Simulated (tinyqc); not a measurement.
# Born-Mayer model of an ionic crystal AB, step by step

A worked calculation. Computed by tinyqc, a small Python program that keeps every step. Command: `OMP_NUM_THREADS=1 python tinyqc.py 3009936 3009937 out.jsonl bornmayer walk`. One thread of a shared host (Intel(R) Xeon(R) Processor @ 2.30GHz), about 0.01 s of CPU time with the checks. Intermediate numbers are printed to about 6 digits and carried at full precision; extremes and crossings named in words are read from the listed rows.

Energies are per ion pair and r is the nearest distance of unlike ions.

Inputs (values chosen for the exercise, for a model salt): ionic charge z = 2; unlike repulsion lambda = 1030 eV; range rho = 0.322 angstrom; like repulsion lambda2 = 727 eV; dispersion C between like ions = 74 eV angstrom^6; pressure P = 10 GPa.

Structure: zinc blende. Short range: with like-ion terms.

Constants: e^2/(4 pi eps_0) = 14.39964548 eV angstrom; 1 eV/angstrom^3 = 160.2176634 GPa.

## Equilibrium distance at zero pressure

Madelung constant M, unlike neighbours z1, like neighbours z2 at f r, volume per pair: rock salt 1.747565, 6, 12, sqrt2, 2 r^3; caesium chloride 1.762675, 8, 6, 2/sqrt3, 8 r^3/(3 sqrt3); zinc blende 1.638055, 4, 12, sqrt(8/3), 16 r^3/(3 sqrt3). U(r) = -M z^2 e^2/(4 pi eps_0 r) + z1 lambda exp(-r/rho) + z2 [lambda2 exp(-f r/rho) - C/(f r)^6] (one mean like-ion term for both sublattices). Newton steps on g(r) = U'(r), from r = 9 rho: r(new) = r - U'(r)/U''(r), with the move limited to 0.3 angstrom. Where U'' is negative, move 0.3 angstrom downhill. Stop when |U'| is below 1e-9.

Newton steps:
```
step  r (angstrom)  U' (eV/angstrom)  U'' (eV/angstrom^2)
1          2.89800       9.80055e+00              -3.1517
2          2.59800       1.02376e+01               1.1665
3          2.29800       8.13523e+00              15.4764
4          1.99800      -1.75183e+00              57.7601
5          2.02833      -1.01231e-01              51.2001
6          2.03031      -3.99902e-04              50.7961
7          2.03031      -6.31126e-09              50.7945
8          2.03031       6.66134e-15              50.7945
```

equilibrium distance r0 = 2.03031 angstrom

## Terms of the lattice energy

The formulas are those given above.

terms (eV): Coulomb -46.4705, unlike repulsion 7.5254, like repulsion 0.2944, dispersion -0.6685

lattice energy U = -39.3192 eV per pair

The short-range terms together cancel 15.4 % of the Coulomb energy.

## Bulk modulus

B = U''(r0)/(9 c r0), with the volume written as c r^3.

U''(r0) = 50.7945 eV/angstrom^2

bulk modulus B = 144.638 GPa

## Under pressure

With the volume written as c r^3, under pressure take the root at the minimum of the enthalpy and solve U'(r) + 3 c r^2 P = 0; H = U + P V; B = (U'' - 2 U'/r)/(9 c r).

distance at P = 1.98900 angstrom

volume at P = 24.2294 angstrom^3

enthalpy at P = -37.7611 eV per pair

bulk modulus at P = 180.612 GPa

The volume shrinks by 5.98 %, against P/B = 6.91 % in linear elasticity: the crystal stiffens.

## Three structures under pressure

The formulas are those given above.

Enthalpy (eV per pair):
```
P (GPa)  rock salt  caesium chloride  zinc blende
0         -39.5139          -37.7867     -39.3192
2         -39.2519          -37.5419     -38.9996
5         -38.8635          -37.1789     -38.5281
10        -38.2279          -36.5838     -37.7611
20        -36.9954          -35.4272     -36.2875
40        -34.6572          -33.2255     -33.5311
70        -31.3913          -30.1371     -29.7420
100       -28.3418          -27.2430     -26.2508
```

volumes at zero pressure (angstrom^3): rock salt 21.0968, caesium chloride 19.6958, zinc blende 25.7708

At zero pressure the order is rock salt < zinc blende < caesium chloride. Rock salt stays lowest up to 100 GPa. The Madelung constants, the number of repulsive contacts and the volumes (21.1, 19.7, 25.8 angstrom^3 at P = 0) all matter. Caution: rigid ions with fixed charges leave out polarisation and covalency, so such models often misplace transition pressures.

Checks made by the program: Madelung constant against an Ewald sum (relative difference 3e-08); Newton against bracketing (relative difference below 1e-10).
